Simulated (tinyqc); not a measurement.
Rapid thermal processing of a wafer: radiative balance, ramp and cooling, pattern effects, pyrometer error and spike budget: one step, computed by the program tinyqc.

The wafer is opaque and uniform through its thickness unless said otherwise; temperatures in formulas are in kelvin (C + 273.15). sigma = 5.670374419e-12 W/(cm^2 K^4).

Question. Power to hold and to ramp. Effective emissivity between parallel grey plates: eps_eff = 1/(1/eps + 1/(1 - r) - 1). Loss per area q(T) = 2 eps_eff sigma (T^4 - T_w^4) + h (T - T_w). Absorbed power during a ramp = q(T) + C d x ramp rate; thermal time constant tau = C d/(dq/dT), dq/dT = 8 eps_eff sigma T^3 + h; natural cooling rate q/(C d); front-to-back difference under one-sided heating at the end of the ramp = (absorbed power) d/(2 k).

Inputs (values chosen for the exercise, modelled on a hot silicon wafer):
```
quantity                                              value         unit
wafer thickness d                                       725   micrometre
heat capacity per volume C                             2.01   J/(cm^3 K)
thermal conductivity k                                 0.25     W/(cm K)
emissivity eps of each face                            0.57            -
reflectivity of the chamber walls r                    0.33            -
gas heat-transfer coefficient h, both faces together    5.7  mW/(cm^2 K)
wall temperature T_w                                    350            K
process temperature                                    1110            C
ramp rate                                               370          K/s
```

Give: eps_eff; holding power q; power at the end of the ramp; dq/dT; time constant tau; natural cooling rate; front-to-back difference.

Answer.

eps_eff = 0.4451

holding power q = 24.29 W/cm^2

power at the end of the ramp = 78.20 W/cm^2

dq/dT = 59.12 mW/(cm^2 K)

time constant tau = 2.465 s

natural cooling rate = 166.7 K/s

front-to-back difference = 11.34 K

Radiation carries 76 % of the loss. The ramp needs 3.2 times the holding power.
